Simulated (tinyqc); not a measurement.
From results back to parameters: Tamm state at the end of a one-band chain. Two cases, with inputs chosen for the exercise.

Problem. The end state of a chain with hopping -t and end-site shift D has E = D + t^2/D and weight 1 - (t/D)^2 on the end site. The values below come from hidden t and D.

Case 1.

E = 3.278000 eV
weight = 0.510000

Case 2.

E = 5.681419 eV
weight = 0.778189

Find: D, t.

Solution. With (t/D)^2 = 1 - w, E = D (2 - w), which gives D, and t = |D| sqrt(1 - w).

Case 1.

D, t (eV): 2.200  1.540

Case 2.

D, t (eV): 4.650  2.190

Computed by tinyqc, one run a case: `OMP_NUM_THREADS=1 python tinyqc.py N N+1 out.jsonl` with N = 1450802, 1450845; one thread of a shared Intel(R) Xeon(R) Processor @ 2.30GHz, about 0.01 s a run at most.
